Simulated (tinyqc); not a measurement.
Heated strip on a layer stack, thermal resistances with spreading: one step of the calculation.

A long strip of width ws dissipates Pw per length on three layers over a heat sink. Heat is taken to spread at 45 degrees, so the width of the flow grows by twice the depth: w1 = ws + 2 t1, w2 = w1 + 2 t2, w3 = w2 + 2 t3 at the bottoms of the layers. This is a rule of thumb, not a solution of the heat equation.

Task. Temperatures. From the sink upward: Ta = T0 + Pw R3; across layer 2 the Kirchhoff transform gives Tb^(1-p) = Ta^(1-p) + (1 - p)(300 K)^(-p) Pw R2; Tc = Tb + Pw Rboundary; Tj = Tc + Pw R1. With constant k2, Tj would be T0 + Pw times the sum of the resistances.

Parameters, values chosen for the exercise; conductivities close to those of gallium nitride (layer 1), silicon (layer 2) and solder (layer 3): heat-sink temperature T0 = 293 K; power per length of the strip Pw = 6.7 W/mm; conductivity of layer 2 at 300 K k2 = 145 W/(m K); exponent in k2(T) = k2 (300 K/T)^p p = 1.1.

resistance times length (K mm/W): layer 1 2.5404637, boundary 22.177419, layer 2 19.470201, layer 3 0.73047547

Wanted: temperatures; Tj with constant k2.

Result.

temperatures (K): Ta 297.9, Tb 464.5, Tc 613.1, Tj 630.1
Tj with constant k2 = 594.0 K

The rise Tj - T0 is 337 K, 12 % above the value for constant k2.

Computed by the program tinyqc: `OMP_NUM_THREADS=1 python tinyqc.py 2520044 2520045 out.jsonl`, one thread of a shared Intel Xeon 2.30GHz, about 0.01 s for the whole run.
